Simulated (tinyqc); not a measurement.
Dielectric confinement in a thin film (image charges): sweeps and comparisons. A value that a table varies takes the place of the one given here.

A film |z| < t/2 of dielectric constant eps between half-spaces of dielectric constant e2; lam = (eps - e2)/(eps + e2), q = e^2/(4 pi eps0). The self-energy of a band edge is taken with the high-frequency value, e2 = eh, and the field of a fixed ion with the static one, e2 = eo. A charge at z has images lam^|n| at n t + (-1)^n z. Its self-energy is S(z) = (q/2 eps) sum over n >= 1 of lam^n [1/(n t - 2z) + 1/(n t + 2z)] for odd n and 2 lam^n/(n t) for even n; at the centre S(0) = -(q/(eps t)) ln(1 - lam).

Donor at the centre, lam from the static eo, trial function cos(pi z/t) exp(-rho/l): E(l) = c/(m l^2) - (q/eps) times the integral over k of F(k t) (1 + (k l/2)^2)^(-3/2), with F(x) = F0 + 2 lam exp(-x) G/(1 - lam exp(-x)), F0 = 2[(1 - exp(-x/2))/x + x (1 + exp(-x/2))/(x^2 + 4 pi^2)], G = 2 sinh(x/2)[1/x - x/(x^2 + 4 pi^2)]; c = hbar^2/2m0. The binding energy is -E at the minimum, counted from the subband edge with its self-energy.

Constants: e^2/(4 pi eps0) = 14.39964547 eV angstrom; hbar^2/2m0 = 3.80998211 eV angstrom^2; Ry = 13.60569312 eV.

Inputs chosen for the exercise (near those of a Si (100) film, two-fold valleys, between layers of HfO2; shifted at random, so the results belong to these values and not to a real crystal):
- eps = 11.8 (dielectric constant of the film)
- eh = 3.9 (high-frequency dielectric constant outside)
- eo = 22.1 (static dielectric constant outside)
- m = 0.196 m0 (mass in the plane)
- mz = 0.921 m0 (mass across the film)
- ts = (12, 18, 26, 38, 55, 80, 120) angstrom (thicknesses)
- t = 18 angstrom (film thickness)

## Thinning the film

<S> is the mean over (2/t) cos^2(pi z/t); confinement c (pi/t)^2/mz; donor binding with and without images.

Results:

| t (angstrom) | <S> (meV) | confinement (meV) | binding, no images (meV) | binding (meV) | l (angstrom) |
|---|---|---|---|---|---|
| 12 | 82.4 | 283.5 | 57.5 | 28.6 | 25.1 |
| 18 | 54.9 | 126.0 | 52.3 | 29.2 | 25.6 |
| 26 | 38.0 | 60.4 | 47.2 | 29.0 | 26.8 |
| 38 | 26.0 | 28.3 | 41.7 | 27.8 | 28.6 |
| 55 | 18.0 | 13.5 | 36.2 | 25.9 | 31.3 |
| 80 | 12.4 | 6.4 | 30.9 | 23.4 | 34.8 |
| 120 | 8.2 | 2.8 | 25.4 | 20.3 | 39.7 |

How do the results move?

Between 120 and 12 angstrom the binding goes from 20.3 to 28.6 meV; quantum confinement alone would take it from 25.4 to 57.5, so the images supply -5.2 and -28.9 meV. |<S>| goes as 1/t and exceeds the confinement energy beyond 41 angstrom. For t well above a* = 32 angstrom the separable trial function underbinds, which affects the last rows.

## Choice of the surrounding dielectric

The same film between different dielectrics; in this table one value e2 serves for both eo and eh.

Results:

| case | lam | <S> (meV) | binding (meV) | l (angstrom) |
|---|---|---|---|---|
| e2 = 1 | 0.844 | 138.6 | 264.3 | 16.8 |
| e2 = 2.5 | 0.650 | 81.0 | 165.2 | 17.9 |
| e2 = 3.9 | 0.503 | 54.9 | 124.7 | 18.7 |
| e2 = 7.5 | 0.223 | 20.4 | 76.8 | 20.6 |
| e2 = 16 | -0.151 | -11.8 | 39.7 | 23.8 |
| e2 = 25 | -0.359 | -26.1 | 25.9 | 26.4 |
| e2 = 80 | -0.743 | -48.8 | 8.4 | 34.6 |

How do the results move?

The binding spans a factor 31.5, from 264 meV in vacuum to 8.4 meV for e2 = 80; going from 3.9 to 25 changes it by -98.8 meV and the band edge by -81.1 meV, so the binding responds 1.22 times as much as the edge (for an orbit much smaller than t the binding would change by twice the change of S(0), -136.4 meV; here l/t = 1.04 for e2 = 3.9).

## What each parameter does

<S> is the mean over (2/t) cos^2(pi z/t). Each row changes one parameter from the base and keeps the others.

Results:

| case | lam from eh | <S> (meV) | binding (meV) | l (angstrom) |
|---|---|---|---|---|
| base | 0.503 | 54.9 | 29.2 | 25.6 |
| t = 28 angstrom | 0.503 | 35.3 | 28.8 | 27.1 |
| eps = 10.6 | 0.462 | 54.5 | 32.8 | 23.8 |
| eo = 30.9 | 0.503 | 54.9 | 21.1 | 27.7 |
| eh = 5.1 | 0.396 | 40.1 | 29.2 | 25.6 |
| m = 0.235 m0 | 0.503 | 54.9 | 35.0 | 21.8 |

How do the results move?

The largest shifts from the base row, up to three for each result and ties (the steps differ in size, so this ranks the rows, not the parameters). lam from eh: eh -0.107, eps -0.041; unchanged at the printed digits by t, eo and m. <S> (meV): t -19.6, eh -14.8, eps -0.5; unchanged at the printed digits by eo and m. binding (meV): eo -8.1, m +5.8, eps +3.6; unchanged at the printed digits by eh. l (angstrom): m -3.9, eo +2.1, eps -1.8; unchanged at the printed digits by eh.

tinyqc: `OMP_NUM_THREADS=1 python tinyqc.py 1251099 1251100 out.jsonl`; about 0.06 s, one thread, shared Intel(R) Xeon(R) Processor @ 2.30GHz.
